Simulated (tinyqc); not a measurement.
# Self-heating of a transistor with one or more fingers, with temperature-dependent conductivity, step by step

A worked calculation. Computed by tinyqc, a small Python program that keeps every step. Command: `OMP_NUM_THREADS=1 python tinyqc.py 3014056 3014057 out.jsonl selfheat walk`. One thread of a shared host (Intel(R) Xeon(R) Processor @ 2.30GHz), about 0.06 s of CPU time with the checks. Intermediate numbers are printed to about 6 digits and carried at full precision; extremes and crossings named in words are read from the listed rows.

N long parallel fingers lie on the top face of a slab whose bottom is held at T_0; the top is otherwise insulated, and heat flows in two dimensions. P in W/mm is 1000 P in W/m.

Inputs (values chosen for the exercise, modelled on silicon carbide):

| quantity | value | unit |
|---|---|---|
| conductivity at the base temperature kappa_0 | 342 | W/(m K) |
| exponent m in kappa ~ T^-m | 1.48 | - |
| base temperature T_0 | 323 | K |
| power per gate width P | 2.4 | W/mm |
| fingers N | 3 | - |
| finger pitch s | 19 | micrometre |
| width of the heat source w | 0.16 | micrometre |
| substrate thickness t | 92 | micrometre |
| phonon free path Lambda | 180 | nm |
| heat capacity C | 2.23 | 1e6 J/(m^3 K) |
| pulse length | 7.1 | microsecond |
| power coefficient beta | 2.72 | 1e-3/K |

Power: power rises with temperature.

## Geometry factors

A line source of power P on the top face raises the top at distance x by (P/(pi kappa_0)) g(x), g(x) = -ln tanh(pi x/(4 t)) (the image sum for the slab). On a strip of width w the centre sees the mean of g over the strip, g_0 = 1 + ln(8 t/(pi w)) for w much below t.

own factor g_0 = 8.28908

g(j s), j = 1..7: 1.82763  1.16001  0.79514  0.56060  0.40026  0.28753  0.20719

## Linear temperature rise of each finger

theta_i = (P/(pi kappa_0)) [g_0 + sum over j != i of g(|i - j| s)], with equal powers and constant conductivity; thermal resistance = largest theta/P.

theta of each finger (K): 25.1894  26.6807  25.1894

largest theta = 26.6807 K

thermal resistance = 11.1170 K mm/W

The neighbours supply 31 % of the rise of the hottest finger, which runs 1.5 K above the outer ones. Caution: the source is narrower than two phonon free paths, so the Fourier result understates the rise at the source.

## Correction for the falling conductivity

Kirchhoff transformation for kappa = kappa_0 (T/T_0)^-m: T = T_0 [1 - (m - 1) theta/T_0]^(-1/(m - 1)), where theta is the linear rise. The bracket vanishes at the power P T_0/((m - 1) theta).

peak temperature = 351.404 K

true rise = 28.4043 K

true rise / linear rise = 1.06460

power at which the formula diverges = 60.5306 W/mm

The falling conductivity adds 6.5 % to the rise.

## Extra rise from ballistic phonons

Near a source smaller than the free path, Fourier's law overstates the flow. Rough estimate: a strip that emits phonons into a half space adds a resistance times area of 4 Lambda/(3 kappa_0), from the ballistic flux C v Delta T/4 with kappa_0 = C v Lambda/3, so Delta T_b = 4 Lambda P/(3 kappa_0 w); Knudsen number Lambda/w.

Knudsen number = 1.125

ballistic rise Delta T_b = 10.5263 K

Delta T_b / largest theta = 0.394529

The ballistic term is a large share: this rough estimate calls for a transport calculation.

## Electrothermal feedback

The power follows P [1 + beta (T - T_0)] with T the peak temperature, for all fingers alike. Start at T_0 and repeat; stop when T changes by less than 1e-6 K, after 50 steps, or when the bracket falls below 0.05.

Iterations:

| step | power (W/mm) | T (K) | change (K) |
|---|---|---|---|
| 1 | 2.40000 | 351.404 | 2.84043e+01 |
| 2 | 2.58542 | 353.751 | 2.34674e+00 |
| 3 | 2.60074 | 353.946 | 1.94922e-01 |
| 4 | 2.60202 | 353.962 | 1.61975e-02 |
| 5 | 2.60212 | 353.963 | 1.34602e-03 |
| 6 | 2.60213 | 353.964 | 1.11856e-04 |
| 7 | 2.60213 | 353.964 | 9.29531e-06 |
| 8 | 2.60213 | 353.964 | 7.72448e-07 |

converged (1 yes, 0 no) = 1

peak temperature with feedback = 353.964 K

Converged in 8 steps; feedback adds 2.6 K.

## Rise at the end of a pulse

After switching on, theta(tau) = (P D/kappa_0) int_0^tau X(u) Z(u) du at the hottest finger, D = kappa_0/C; X = sum over fingers at distance x of [erf((x + w/2)/r) - erf((x - w/2)/r)]/(2 w), Z = sum_(j=-200..200) (-1)^j exp(-(2 j t/r)^2)/sqrt(pi D u), r = 2 sqrt(D u); trapezoid rule on 300 points evenly spaced in ln u from u_0 = 1e-3 min(tau, w^2/D) to tau, plus the exact piece 2 sqrt(u_0/(pi D))/w below u_0. Conductivity and power are held at their base values here, and Fourier's law is used even where the diffusion length is near a phonon free path.

diffusivity D = 153.363 micrometre^2/microsecond

diffusion length sqrt(D tau) = 32.9982 micrometre

linear rise after the pulse = 21.044 K

share of the steady rise = 0.7887

## Rise against time

The formulas are those given above.

Heating curve:

| time (microsecond) | sqrt(D time) (micrometre) | rise (K) | share of the steady rise |
|---|---|---|---|
| 5.50e-05 | 0.0918421 | 3.5144 | 0.1317 |
| 5.50e-04 | 0.290430 | 6.0245 | 0.2258 |
| 0.0055 | 0.918421 | 8.5899 | 0.322 |
| 0.055 | 2.90430 | 11.161 | 0.4183 |
| 0.55 | 9.18421 | 14.169 | 0.5311 |
| 2.8 | 20.7224 | 18.191 | 0.6818 |
| 11 | 41.0731 | 22.44 | 0.8411 |
| 33 | 71.1406 | 25.539 | 0.9572 |
| 83 | 112.824 | 26.594 | 0.9968 |

Half the steady rise is reached between 0.055 and 0.55 microseconds, and the last row holds 99.7 % of it; the slowest time constant is 4 t^2/(pi^2 D) = 22.4 microseconds. While the diffusion length lies between w and the pitch or thickness, the rise grows as the logarithm of time; once it nears the pitch of 19 micrometre the neighbours add their heat.

Checks made by the program: g(s) against the alternating image sum (relative difference 7e-07); Kirchhoff integral of kappa/kappa_0 from T_0 to T (relative difference below 1e-10); long-time limit against the steady rise (relative difference 2e-05).
